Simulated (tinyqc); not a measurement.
Interpolating the pair or each band alone: Wannier functions of a composite (isolated) pair of valence bands (bonds of an sp chain).

Each atom has a hybrid pointing left (<) and right (>). H(k): diagonal +V3 on A, -V3 on B; <A<|A>> = -V1a, <B<|B>> = -V1b, <A>|B<> = -V2, <B>|A<> = -V2p exp(ik); k in 1/a, Bloch sums with exp(ikR). The two lowest bands are filled. Trial functions in cell 0: g1 = cos(c) A> + sin(c) B<, and g2 = sin(c) B> + cos(c) A< of cell 1, whose Bloch vector has cos(c) exp(-ik) on A<. Projection A_mn = <psi_m|g_n>, S = A^+ A, Loewdin U = A S^(-1/2), Bloch-like states w_n = sum_m psi_m U_mn, H_W(k) = U^+ diag(E) U. P = sum_m |psi_m><psi_m| is free of phase choices, and S = g^+ P g, w = P g S^(-1/2).

Parameters, chosen for this exercise: V2 = 2.93 eV (coupling in the bond A-B inside the cell); V2p = 4.39 eV (coupling in the bond to the next cell); V1a = 0.72 eV (coupling of the two hybrids on A); V1b = 1.26 eV (the same on B); V3 = 0.37 eV (A at +V3, B at -V3); c = 35 degrees (trial bonds cos(c) on A, sin(c) on B).

Largest error on 25 points from 0 to pi. Pair: diagonalise the Hermitian part of sum_R exp(ikR) H(R) over the N cells nearest the origin, with H(R) the mean of exp(-ikR) H_W(k) on the mesh k = 2 pi j/N. Alone: the cosine series of each sorted band on the same mesh.

Errors (meV):
```
N      pair  each band alone
3   3.82513         19.93137
4   0.30023          1.72305
5   0.11582          2.22615
6   0.00570          0.21694
8   0.00028          0.03128
10  0.00002          0.00438
14  0.00000          0.00011
```

smallest spacing of the two filled bands = 1.6274 eV

At N = 6 the pair errs by 0.0057 meV and the single bands by 0.22; at N = 10, 2.0e-05 against 0.0044. Both fall exponentially: the pair at a rate tied to the gap to the empty bands (4.92 eV), the single bands at a slower one tied to their own spacing (1.627 eV at the closest). Not every column falls at every step, since even meshes hold k = pi and odd ones do not.

tinyqc: `OMP_NUM_THREADS=1 python tinyqc.py 1480824 1480825 out.jsonl`; about 0.3 s, one thread, shared Intel(R) Xeon(R) Processor @ 2.30GHz.
